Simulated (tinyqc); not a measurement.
Nanowire ballistic transistor, top-of-the-barrier model: two steps of the calculation.

At the top of the source barrier, states moving towards the drain are filled by the source (Fermi level 0) and states moving back by the drain (Fermi level -q Vd); nothing scatters. U is the shift of the band edge there, set by the capacitances CG, CD and CS (the total) and by the charge. Parabolic one-dimensional subband; the source is grounded.

Inputs (values chosen for the exercise); mass and valleys close to those of gallium nitride:
```
symbol  value  unit                                                                 meaning
T          77     K                                                             temperature
m       0.198    m0                                                          effective mass
gv          1                                                             valley degeneracy
eox         9                                   relative permittivity of the gate insulator
tox       3.1    nm                                                     insulator thickness
d           6    nm                                                           wire diameter
aG       0.78                                                            gate control CG/CS
E0       0.16    eV  band edge at the barrier top above the source Fermi level at zero bias
Vd        0.1     V                                                           drain voltage
```

Constants: q = 1.602176634e-19 C, kB = 1.380649e-23 J/K, hbar = 1.054571817e-34 J s, h = 6.62607015e-34 J s, m0 = 9.1093837015e-31 kg, Vt = kB T/q, eps0 = 8.8541878128e-14 F/cm where lengths are in cm. Results are converted to the units shown.

Problem 1. Self-consistent potential at the barrier top. eta1 = -(E0 + U)/Vt, eta2 = eta1 - Vd/Vt, n = (N0/2)[F_(-1/2)(eta1) + F_(-1/2)(eta2)], F_(-1/2)(x) = (1/sqrt(pi)) int_0^infinity u^(-1/2)/(1 + exp(u - x)) du. U(out) = UL + q (n - n0)/CS. Newton step: U(new) = U + (U(out) - U)/(1 + CQ/CS), CQ = (q/Vt) dn/d(eta1) with both F' summed; F' = dF_(-1/2)/dx.

U after iteration 1 = -0.32816782 eV
N0 = 1.0476784e6 cm^-1
CS = 9.0451566 pF/cm
n0 = 3.5315197e-5 cm^-1
UL = -0.4186 eV

Find: eta1; eta2; n; U(out); CQ; U after iteration 2.

Solution 1.

eta1 = 25.344
eta2 = 10.273
n = 4.8606e6 cm^-1
U(out) = -0.33250 eV
CQ = 3.6762 pF/cm
U after iteration 2 = -0.33125 eV

Problem 2. Current, mean velocity and share of the gate voltage. N0 = gv sqrt(2 m kB T/pi)/hbar, CG = 2 pi eps0 eox/ln(1 + 2 tox/d), CS = CG/aG, n0 = n at U = 0 and Vd = 0. I = gv (2 q^2/h) Vt [ln(1 + exp eta1) - ln(1 + exp eta2)]. Mean velocity I/(q n). CQ = (q/Vt) dn/d(eta1); the band edge follows the gate as -dU/dVg = aG/(1 + CQ/CS).

converged U = -0.33125850 eV

Wanted: eta1; n; I; mean velocity; CQ; -dU/dVg.

Solution 2.

eta1 = 25.810
n = 4.9309e6 cm^-1
I = 7.7481 uA
mean velocity = 9.8075e6 cm/s
CQ = 3.6110 pF/cm
-dU/dVg = 0.55745 eV/V

The carriers from the source are degenerate (eta1 = 25.8), and the mean velocity is 1.60 times vT = sqrt(2 kB T/(pi m)) = 6.13e6 cm/s. The drain fills a good part of the returning states, which lowers the mean.

Numbers from tinyqc (`OMP_NUM_THREADS=1 python tinyqc.py 2400038 2400039 out.jsonl`; about 0.03 s on one thread of a shared Intel Xeon 2.30GHz).
